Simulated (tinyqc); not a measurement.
# Surface potential of a MOS transistor: implicit equation and explicit approximations: effect of the insulator thickness at fixed gate voltage

p-type body, charge-sheet picture, depletion and inversion only, full ionisation (an idealisation for deep acceptors), Boltzmann statistics (rough once Na exp(x - xn) passes about Nc/7). In units of Vt: xg = (Vg - Vfb)/Vt, x = psi/Vt, G = gamma/sqrt(Vt), xn = (2 phiF + Vc)/Vt. The implicit equation is (xg - x)^2 = G^2 [x - 1 + exp(x - xn)] for x above about 3. Cox = eps0 eox/tox.

ni = sqrt(Nc Nv) exp(-Eg/(2 Vt)), Eg in volts; phiF = Vt ln(Na/ni); gamma = sqrt(2 q eps0 eps_r Na)/Cox; VT = Vfb + Vt (xn + G sqrt(xn - 1)). Depletion value a = 1 + [sqrt(G^2/4 + xg - 1) - G/2]^2; inversion value b = xn + ln[(xg - xn)^2/G^2 - xn + 1] and first guess y = min(a, b) - ln(1 + exp(-|a - b|)) if a > xn + 1, else b = y = a; one second-order correction with D = exp(y - xn), p = 2 (xg - y) + G^2 (1 + D), w = (xg - y)^2 - G^2 (y - 1 + D): z = y + 2 w/(p + sqrt(p^2 - 2 (2 - G^2 D) w)), or the Newton step z = y + w/p where the root is not real. N_inv = (Cox Vt G/q) [sqrt(x - 1 + exp(x - xn)) - sqrt(x - 1)] at the root. Lambert form (Cox m Vt/q) W0[(G/(2 m sqrt(xn - 1))) exp((Vg - VT)/(m Vt))], m = 1 + G/(2 sqrt(xn - 1)). Errors under 1e-4 mV, and the linear form below VT, are printed as 0.

Parameters, values chosen for the exercise; band and dielectric values close to those of silicon: temperature T = 400 K; band gap Eg = 1.13 eV; relative permittivity eps_r = 11.6; conduction-band density of states at T Nc = 4.26e19 cm^-3; valence-band density of states at T Nv = 4.08e19 cm^-3; relative permittivity of the gate insulator (close to silicon dioxide) eox = 3.9; acceptor density Na = 1e17 cm^-3; flat-band voltage Vfb = -0.94 V; channel-body voltage Vc = 1 V; gate-body voltage Vg = 1.64 V.

Constants: q = 1.602176634e-19 C, kB = 1.380649e-23 J/K, Vt = kB T/q, eps0 = 8.8541878128e-14 F/cm where lengths are in cm. Results are converted to the units shown.

Result of one run:
```
tox (nm)	psi (V)	x - xn	error of y (mV)	error of z (mV)	N_inv (cm^-2)	Cox (Vg - VT)/q (cm^-2)	Lambert form (cm^-2)
1.5	1.970	7.427	24.8	-8.33	7.188e12	1.097e13	7.786e12
```

What becomes of these results when the insulator thickness tox is changed from 1.5 to 0.6 nm, all else the same?

Result of the changed run:
```
tox (nm)	psi (V)	x - xn	error of y (mV)	error of z (mV)	N_inv (cm^-2)	Cox (Vg - VT)/q (cm^-2)	Lambert form (cm^-2)
0.6	2.027	9.089	31.1	10.1	1.825e13	2.964e13	2.059e13
```

The whole series:
```
tox (nm)	psi (V)	x - xn	error of y (mV)	error of z (mV)	N_inv (cm^-2)	Cox (Vg - VT)/q (cm^-2)	Lambert form (cm^-2)
0.6	2.027	9.089	31.1	10.1	1.825e13	2.964e13	2.059e13
0.82	2.008	8.528	28.8	8.82	1.344e13	2.129e13	1.494e13
1.1	1.990	7.996	26.8	7.74	9.982e12	1.550e13	1.095e13
1.5	1.970	7.427	24.8	-8.33	7.188e12	1.097e13	7.786e12
2.1	1.948	6.797	22.9	-4.28	4.916e12	7.419e12	5.260e12
2.9	1.927	6.170	21.3	-2.91	3.297e12	4.968e12	3.491e12
3.9	1.906	5.560	20.4	-2.31	2.177e12	3.318e12	2.285e12
5.4	1.880	4.813	20.2	-2.18	1.256e12	1.989e12	1.307e12
```

As tox goes from 0.6 to 5.4, psi falls from 2.03 to 1.88 V, x - xn falls from 9.09 to 4.81 and N_inv falls from 1.83e13 to 1.26e12 cm^-2. The Lambert form lies between 1.04 and 1.13 times N_inv. In every row the electron quasi-Fermi level lies less than 2 Vt below the band edge at the surface, or above it, where degeneracy and confinement, left out, matter.

Computed by the program tinyqc: `OMP_NUM_THREADS=1 python tinyqc.py 2122053 2122054 out.jsonl`, one thread of a shared Intel Xeon 2.30GHz, about 0.01 s for the whole run.
